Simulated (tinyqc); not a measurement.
Inside a calculation. Method: Luttinger-Kohn k.p, four valence bands. Computed by tinyqc, a small Python program that keeps every step. Settings: g1 = 16.13, g2 = 2.99, g3 = 3.82. Command: `OMP_NUM_THREADS=1 python tinyqc.py 28942 28943 out.jsonl` (the two numbers bound the seeds that draw the settings). One thread of a shared host (Intel(R) Xeon(R) Processor @ 2.60GHz), about 0.01 s of CPU time with the checks.

## Bloch Hamiltonian at k

Luttinger parameters chosen for this model; energies are counted downward from the top of the valence band:
```
parameter      value  unit
g1         16.130000
g2          2.990000
g3          3.820000
```

k point k (1/angstrom): -0.004000  -0.018000  0.049000

P = c g1 k^2, Q = c g2 (kx^2 + ky^2 - 2 kz^2), R = c sqrt3 [-g2 (kx^2 - ky^2) + 2i g3 kx ky], S = 2 c sqrt3 g3 (kx - i ky) kz, c = hbar^2/2m = 3.809982 eV angstrom^2; rows [P+Q, -S, R, 0], [-S*, P-Q, 0, R], [R*, 0, P-Q, S], [0, R*, S*, P+Q]. The path ends lie at |k| = 0.08 1/angstrom.

H(k) at k (eV), lower triangle (Hermitian):
```
                     3/2                 1/2                 -1/2      -3/2
3/2             0.117618
1/2   0.009882+0.044468i            0.219279
-1/2  0.006077-0.003630i            0.000000             0.219279
-3/2            0.000000  0.006077-0.003630i  -0.009882-0.044468i  0.117618
```

## Levels at k

Diagonalise the Hermitian matrix.

eigenvalues (eV): 0.099827  0.099827  0.237069  0.237069

## Bands along a path

The same steps at evenly spaced points between the labelled ones.

Bands along the path (eV):
```
k               band 1    band 2    band 3    band 4
[111]         0.207019  0.207019  0.579605  0.579605
[111]-G 0.33  0.092009  0.092009  0.257602  0.257602
[111]-G 0.67  0.023002  0.023002  0.064401  0.064401
G             0.000000  0.000000  0.000000  0.000000
G-[100] 0.33  0.027500  0.027500  0.059903  0.059903
G-[100] 0.67  0.109998  0.109998  0.239612  0.239612
[100]         0.247496  0.247496  0.539128  0.539128
```

## Hole masses

E = c [g1 k^2 -/+ 2 sqrt(g2^2 k^4 + 3 (g3^2 - g2^2)(kx^2 ky^2 + ky^2 kz^2 + kz^2 kx^2))] with c = hbar^2/2m, and m* = hbar^2 k^2 / (2 E).

Masses (electron masses):
```
direction     heavy     light
[100]      0.098522  0.045228
[110]      0.112748  0.042752
[111]      0.117786  0.042070
```
